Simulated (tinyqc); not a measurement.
Two-step dopant diffusion (predeposition and drive-in) with a constant diffusivity: one step, computed by the program tinyqc. Command: `OMP_NUM_THREADS=1 python tinyqc.py 3007126 3007127 out.jsonl dopdiff walk`. One thread of a shared host (Intel(R) Xeon(R) Processor @ 2.30GHz), about 0.05 s of CPU time with the checks.

Fick diffusion into a half space x > 0 whose background doping C_B is of the opposite type, so that a junction lies where C = C_B.

Question. Drive-in as a Gaussian. With a sealed surface and a thin source, C = Q/sqrt(pi (Dt)2) exp(-x^2/(4 (Dt)2)); x_j = 2 sqrt((Dt)2 ln(C(0)/C_B)); gradient at the junction |dC/dx| = C_B x_j/(2 (Dt)2).

Inputs (values chosen for the exercise, modelled on phosphorus in silicon):
```
quantity                        value    unit
surface concentration C_s     1.3e+20  1/cm^3
background doping C_B         5.7e+15  1/cm^3
predeposition temperature T1      975       C
drive-in temperature T2          1050       C
stand-by temperature              750       C
```

dose Q = 4.603174e+14 1/cm^2

drive-in budget (Dt)2 = 4.285145e-10 cm^2

Give: surface concentration C(0) (Gaussian); junction depth x_j; gradient at the junction.

Answer.

surface concentration C(0) (Gaussian) = 1.255e+19 1/cm^3

junction depth x_j = 1.149 um

gradient at the junction = 7.639e+20 1/cm^4

Caution: the surface value exceeds the intrinsic carrier density during the drive-in as well. Caution: C_s exceeds the intrinsic carrier density of silicon at the predeposition temperature (2e18 to 1e19 per cm^3), where real diffusivities rise with concentration and profiles turn box-like.
